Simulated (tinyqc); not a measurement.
## On-chip interconnect, size-dependent resistivity and RC delay: two metals against line width

A rectangular line between two neighbours and two ground planes. Surface and grain-boundary scattering are added to the bulk resistivity as corrections; capacitances are parallel-plate values without fringing; inductance is ignored.

Metal width x = wd - 2 tl, height y = AR wd - tl; grain boundaries (Mayadas-Shatzkes): al = (lam/(gr x)) Rg/(1 - Rg), g = 1/[1 - 3 al/2 + 3 al^2 - 3 al^3 ln(1 + 1/al)] - 1; surfaces (Fuchs-Sondheimer, thick limit): s = (3/8) lam (1 - ps)(1/x + 1/y); rho = rho0 (1 + g + s); r = rho/(x y). The second metal has rho2, lam2 and tl2 in place of rho0, lam and tl; ps, Rg, gr and AR are shared.

Inputs (values chosen for the exercise); metal values close to those of copper:
```
symbol,value,unit,meaning
rho0,1.72,uohm cm,bulk resistivity
lam,40.2,nm,bulk mean free path
ps,0.4,,specular share of surface scattering
Rg,0.4,,reflection coefficient of grain boundaries
gr,1.5,,grain size over the metal width
AR,1.9,,"aspect ratio, height over width"
tl,2.7,nm,"liner on both walls and the bottom, not conducting"
sp,24,nm,space to the neighbouring lines
hd,36,nm,dielectric height to the planes above and below
ek,3,,relative permittivity of the dielectric
Mf,1,,Miller factor of the neighbours
rho2,4.66,uohm cm,bulk resistivity of the second metal (close to rhodium)
lam2,6.87,nm,mean free path of the second metal
tl2,0.3,nm,liner of the second metal
```

Constants: eps0 = 8.8541878128e-12 F/m. Results are converted to the units shown.

Two metals against line width:
```
wd (nm)  rho, first (uohm cm)  rho, second (uohm cm)  r, first (ohm/um)  r, second (ohm/um)  ratio second/first
8                       24.81                  8.825               7635               800.4              0.1048
10                      15.07                  7.957               2009               452.7              0.2253
13                      9.960                  7.174              595.7               237.1              0.3981
17                      7.205                  6.572              209.8               125.2              0.5967
22                      5.602                  6.132              86.30               69.05              0.8000
30                      4.373                  5.737              32.74               34.41               1.051
45                      3.391                  5.377              10.34               14.21               1.374
70                      2.757                  5.121              3.276               5.560               1.697
120                     2.312                  4.929             0.8954               1.813               2.025
```

The resistivity of the first metal falls from 24.8 to 2.31 uohm cm and that of the second goes from 8.82 to 4.93 uohm cm as the line widens. The products rho0 lam, which set the size effect, are 69.1 and 32.0 uohm cm nm. The two resistances cross at wd = 28.2 nm: below it the second metal gives the lower line resistance. For widths well under the mean free path the thick-limit surface term is only a guide.

Range of the model: The metal width is under the mean free path, where the thick-limit surface term and the simple sum of corrections lose accuracy.

Numbers from tinyqc (`OMP_NUM_THREADS=1 python tinyqc.py 2100111 2100112 out.jsonl`; about 0.01 s on one thread of a shared Intel Xeon 2.30GHz).
